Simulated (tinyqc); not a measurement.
Tunnelling through a gate dielectric with the two-band (Franz) dispersion, WKB transmission and Tsu-Esaki current: one step of the calculation.

Electrons leave the emitter at x = 0. Energies E (motion across the layers) are in eV from the emitter Fermi level; the collector Fermi level lies at -V and offers states at every E. No charge in the dielectric and no image force: F1 = V/t1, U = phi1 - F1 x. With C = hbar^2/(2 m0), kappa = sqrt(m u (1 - u/Egx)/C), u = U - E where U > E and 0 elsewhere; T(E) = exp(-S), S = 2 times the integral of kappa over x.

Question. Current density on a coarse energy grid. Each layer adds (2/F) sqrt(m/C) [G(u at its left edge) - G(u at its right edge)] to S, with u = U - E (0 where negative) and G(u) = Egx^1.5 (th - sin(4 th)/4)/4, th = arcsin sqrt(u/Egx). The slope follows from 1/d = -dS/dE.

J = J0 times the integral of T(E) N(E) dE, N = ln[(1 + exp(-E/Vt))/(1 + exp((-E - V)/Vt))], J0 = q^2 me m0 kB T/(2 pi^2 hbar^3) (times 1e-4 for A/cm^2 per eV), by Simpson's rule on nE equally spaced points from Ea to Eb.

Values chosen for this exercise; dielectric values close to those of aluminium oxide: temperature T = 400 K; Fermi energy of the emitter above its band bottom Ef = 0.29 eV; emitter mass in the supply function me = 1 m0; barrier of layer 1 above the emitter Fermi level at zero bias phi1 = 2.63 eV; tunnelling mass of layer 1 m1 = 0.42 m0; thickness of layer 1 t1 = 4.2 nm; gap parameter of the two-band dispersion, set freely Egx = 7.2 eV; voltage across the dielectric V = 5.1 V; lower end of the energy grid Ea = -0.29 eV; upper end of the energy grid Eb = 0.41 eV; points of the energy grid nE = 13.

Constants: q = 1.602176634e-19 C, kB = 1.380649e-23 J/K, hbar = 1.054571817e-34 J s, m0 = 9.1093837015e-31 kg, Vt = kB T/q, hbar^2/(2 m0) = 0.0380998212 eV nm^2. Results are converted to the units shown.

Find: E; T(E); N; T(E) N; J0; J.

Answer.

```
point	E (eV)	T(E)	N	T(E) N
0	-0.2900	1.395e-7	8.413	1.174e-6
1	-0.2317	2.122e-7	6.722	1.427e-6
2	-0.1733	3.224e-7	5.035	1.623e-6
3	-0.1150	4.890e-7	3.371	1.649e-6
4	-0.0567	7.404e-7	1.821	1.348e-6
5	0.0017	1.119e-6	0.6693	7.490e-7
6	0.0600	1.688e-6	0.1616	2.728e-7
7	0.1183	2.541e-6	0.03178	8.076e-8
8	0.1767	3.817e-6	0.005927	2.262e-8
9	0.2350	5.720e-6	0.001094	6.256e-9
10	0.2933	8.551e-6	2.014e-4	1.722e-9
11	0.3517	1.275e-5	3.708e-5	4.728e-10
12	0.4100	1.896e-5	6.827e-6	1.294e-10
```

J0 = 5.578e8 A/(cm^2 eV)
J = 253.3 A/cm^2

The integrand peaks at E = -0.115 eV among these points.

Range of the model: The field of 12.1 MV/cm is more than most gate dielectrics sustain; the model ignores breakdown.

tinyqc, about 0.03 s, one thread, Intel Xeon 2.30GHz (shared host): `OMP_NUM_THREADS=1 python tinyqc.py 2540165 2540166 out.jsonl`
